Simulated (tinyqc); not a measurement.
The 3-omega method: a line heater on a substrate with a thin film: one step, computed by the program tinyqc. Command: `OMP_NUM_THREADS=1 python tinyqc.py 3019451 3019452 out.jsonl threeomega walk`. One thread of a shared host (Intel(R) Xeon(R) Processor @ 2.30GHz), about 0.01 s of CPU time with the checks.

A current at angular frequency omega = 2 pi f heats the line at 2 omega with the amplitude P per length; the temperature swing Delta T at 2 omega gives a voltage at 3 omega. The substrate is taken as semi-infinite and isotropic, and the heat capacity of heater and film is left out.

Question. Temperature swing of the bare substrate. Delta T_s = (P/(pi kappa)) int_0^infinity (sin x/x)^2 / sqrt(x^2 + (q b)^2) dx with (q b)^2 = i |q b|^2, averaged over the heater width (12 Gauss-Legendre points on each of the pieces 0, 14 log-spaced edges from 1e-5 to 1, and multiples of pi to 40 pi; the tail adds 1/(4 (40 pi)^2)). For |q| b much below 1: Delta T_s = (P/(pi kappa)) [-ln(|q| b) + eta - i pi/4], eta = 3/2 - C_E = 0.92278, with Euler's C_E = 0.5772157.

Inputs (values chosen for the exercise, modelled on a phase-change telluride on gallium oxide): substrate conductivity kappa = 23.1 W/(m K); substrate heat capacity C = 3.29 1e6 J/(m^3 K); heater half-width b = 5.1 micrometre; power amplitude per length P = 54 W/m; current frequency f = 360 Hz.

|q| b = 0.1294548

Give: in-phase Delta T_s; out-of-phase Delta T_s; in-phase, narrow-line form; out-of-phase, narrow-line form.

Answer.

in-phase Delta T_s = 2.210 K

out-of-phase Delta T_s = -0.5781 K

in-phase, narrow-line form = 2.208 K

out-of-phase, narrow-line form = -0.5844 K

The narrow-line form misses the in-phase part by -0.07 % and the out-of-phase part by +1.1 % at |q| b = 0.129.
